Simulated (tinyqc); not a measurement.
Vertical double-diffused power MOSFET, components of the on-resistance: two steps of the calculation.

Stripe cells of pitch Wp + a, two channels a cell. Current flows through the channels, spreads in the accumulation layer, passes the gap between the p bodies and spreads at 45 degrees into the drift layer below them. Low drain voltage, full ionisation.

Parameters, values chosen for the exercise; bulk values close to those of 4H silicon carbide: temperature T = 350 K; relative permittivity eps_r = 9.95; critical-field constant Kc = 23900 V/cm per (cm^-3)^(1/8); rated breakdown voltage of the drift layer BV = 3300 V; drift mobility at 300 K mud = 827 cm^2/(V s); temperature exponent of the drift mobility bt = 2.3; gate oxide thickness (eps_r 3.9) tox = 60 nm; gate overdrive Vov = 11 V; channel mobility mch = 53 cm^2/(V s); accumulation-layer mobility mac = 85 cm^2/(V s); channel length Lc = 1.1 um; width of the p body in one cell, channels included Wp = 3.2 um; gap between neighbouring p bodies a = 4.6 um; depth of the p body xp = 1.6 um; doping of the gap over the drift doping Nj = 2; built-in voltage of the body junction Vbi = 2.87 V; substrate and contact resistance Rs = 0.15 mohm cm^2.

Constants: q = 1.602176634e-19 C, eps0 = 8.8541878128e-14 F/cm where lengths are in cm. Results are converted to the units shown.

Question 1. Drift layer. Triangular field at breakdown with Ec = Kc N^(1/8): BV = eps0 eps_r Ec^2/(2 q N), so N = (eps0 eps_r Kc^2/(2 q BV))^(4/3); W = 2 BV/Ec; mu = mud (T/300 K)^(-bt); rho = 1/(q mu N); ideal resistance rho W.

Give: N; Ec; W; mu; rho; ideal resistance.

Answer 1.

N = 3.7155e15 cm^-3
Ec = 2.1118 MV/cm
W = 31.253 um
mu = 580.13 cm^2/(V s)
rho = 2.8956 ohm cm
ideal resistance = 9.0498 mohm cm^2

Question 2. Components of the on-resistance. Pitch p = Wp + a, Cox = 3.9 eps0/tox; zero-bias depletion in the gap w0 = sqrt(2 eps0 eps_r Vbi/(q N Nj)), open gap g = a - 2 w0; R_ch = Lc p/(2 mch Cox Vov); R_acc = 0.6 a p/(4 mac Cox Vov), 0.6 being an empirical factor for current leaving the layer along its length; R_gap = (rho/Nj) xp p/g; spreading depth t = min(W, (p - g)/2); R_drift = (rho p/2) ln((g + 2 t)/g) + rho (W - t); R_on = the sum with Rs.

N = 3.7155038e15 cm^-3
W = 31.253152 um
mu = 580.13343 cm^2/(V s)
rho = 2.8956362 ohm cm

Give: w0; g; components; R_on; shares.

Answer 2.

w0 = 0.65172 um
g = 3.2966 um
components (mohm cm^2): channel 1.2786, accumulation 1.0002, gap 0.54811, drift 9.3704, substrate 0.15000
R_on = 12.347 mohm cm^2
shares (%): channel 10.355, accumulation 8.100, gap 4.439, drift 75.891, substrate 1.215

The drift term is the largest. R_on is 1.36 times the ideal drift resistance, and spreading raises the drift term to 1.04 times it.

Computed by the program tinyqc: `OMP_NUM_THREADS=1 python tinyqc.py 2230012 2230013 out.jsonl`, one thread of a shared Intel Xeon 2.30GHz, about 0.01 s for the whole run.
